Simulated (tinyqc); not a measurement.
# Capacitance measurement on a leaky thin oxide: effects of series resistance and leakage: effects of single changes

The device is a capacitance C in parallel with a leakage conductance G, in series with Rs and Ls. An impedance meter reports either a parallel pair (Cp, Gp) from Y = 1/Z = Gp + i w Cp or a series pair (Cs, Rm) from Z = Rm + 1/(i w Cs); w = 2 pi f, dissipation D = Gp/(w |Cp|).

Parameters, values chosen for the exercise; values of the order met in thin-oxide MOS capacitors:
```
symbol,value,unit,meaning
eox,3.9,,relative permittivity of the gate insulator (close to silicon dioxide)
tox,1,nm,insulator thickness
A,400,um^2,gate area
zc,0.4,nm,oxide-equivalent thickness added by the accumulation layer
zp,0,nm,oxide-equivalent thickness added by gate depletion
Jg,0.54,A/cm^2,"gate leakage current density, not matched to the thickness"
Vs,0.37,V,voltage for an e-fold rise of the leakage
Rs,21,ohm,series resistance
Ls,0,nH,series inductance
f,2e5,Hz,measuring frequency
```

Constants: eps0 = 8.8541878128e-14 F/cm where lengths are in cm. Results are converted to the units shown.

Each table varies one quantity; the others keep the values above.

## Readings against frequency

EOT = 3.9 tox/eox; CET = EOT + zc + zp; C = 3.9 eps0 A/CET; G = Jg A/Vs. Z = Rs + i w Ls + 1/(G + i w C); CET read from Cp = 3.9 eps0 A/Cp; errors under 0.001 % are printed as 0.

The same in every row: C (pF) = 9.8661.

Results:

| f (Hz) | Cp (pF) | Cs (pF) | D | error of Cp (%) | error of Cs (%) | CET read from Cp (nm) |
|---|---|---|---|---|---|---|
| 1000 | 9.8637 | 87508 | 94.185 | -0.0245 | 8.87e5 | 1.4003 |
| 3000 | 9.8637 | 9731.9 | 31.395 | -0.0245 | 9.85e4 | 1.4003 |
| 10000 | 9.8637 | 884.85 | 9.4185 | -0.0245 | 8870 | 1.4003 |
| 1e5 | 9.8637 | 18.616 | 0.94198 | -0.0245 | 88.7 | 1.4003 |
| 3e5 | 9.8637 | 10.838 | 0.31434 | -0.0245 | 9.85 | 1.4003 |
| 1e6 | 9.8637 | 9.9536 | 0.095486 | -0.0247 | 0.887 | 1.4003 |
| 3e6 | 9.8635 | 9.8758 | 0.035300 | -0.0260 | 0.0985 | 1.4004 |
| 1e7 | 9.8620 | 9.8670 | 0.022436 | -0.0415 | 8.87e-3 | 1.4006 |
| 3e7 | 9.8487 | 9.8662 | 0.042194 | -0.177 | 0 | 1.4025 |

Estimate the missing row, f = 30000 Hz.

Computed row:

| f (Hz) | Cp (pF) | Cs (pF) | D | error of Cp (%) | error of Cs (%) | CET read from Cp (nm) |
|---|---|---|---|---|---|---|
| 30000 | 9.8637 | 107.09 | 3.1395 | -0.0245 | 985 | 1.4003 |

With this row back in the table: D goes from 94.2 through a minimum of 0.0224 (at f = 1e7 Hz among the rows listed) to 0.0422; without inductance its minimum lies at f = sqrt(G (1 + G Rs)/Rs)/(2 pi C) = 8.51e6 Hz. The error of Cp goes from -0.0245 to -0.177 % and that of Cs from 8.87e5 to 0 %; at low frequency Cp tends to C/(1 + G Rs)^2 and Cs grows as 1 + (G/(w C))^2. One of the two readings is within 2 % of C for f = 1000, 3000, 10000, 30000, 1e5, 3e5, 1e6, 3e6, 1e7, 3e7 Hz. For f = 1000, 3000, 10000, 30000 D exceeds 1, where the accuracy of real meters degrades in proportion to sqrt(1 + D^2).

## Effect of the series resistance

Same model as above.

The same in every row: C (pF) = 9.866; Cs (pF) = 12.05.

Results:

| Rs (ohm) | Cp (pF) | D | error of Cp (%) | error of Cs (%) | CET read from Cp (nm) |
|---|---|---|---|---|---|
| 1 | 9.866 | 0.4709 | -1.17e-3 | 22.2 | 1.400 |
| 3 | 9.866 | 0.4709 | -3.50e-3 | 22.2 | 1.400 |
| 30 | 9.863 | 0.4713 | -0.0350 | 22.2 | 1.400 |
| 100 | 9.855 | 0.4724 | -0.117 | 22.2 | 1.402 |
| 300 | 9.831 | 0.4754 | -0.351 | 22.2 | 1.405 |
| 1000 | 9.750 | 0.4860 | -1.17 | 22.2 | 1.417 |
| 3000 | 9.517 | 0.5163 | -3.54 | 22.2 | 1.451 |

Estimate the missing row, Rs = 10 ohm.

Computed row:

| Rs (ohm) | Cp (pF) | D | error of Cp (%) | error of Cs (%) | CET read from Cp (nm) |
|---|---|---|---|---|---|
| 10 | 9.865 | 0.4710 | -0.0117 | 22.2 | 1.400 |

With this row back in the table: As Rs goes from 1 to 3000, the error of Cp goes from -0.00117 to -3.54 %, that of Cs from 22.2 to 22.2 %, and D rises from 0.471 to 0.516. The CET read from Cp goes from 1.40 to 1.45 nm against the true 1.40 nm. Rs does not enter the imaginary part of Z, so Cs does not depend on it.

Computed by the program tinyqc: `OMP_NUM_THREADS=1 python tinyqc.py 2022029 2022030 out.jsonl`, one thread of a shared Intel Xeon 2.30GHz, about 0.01 s for the whole run.
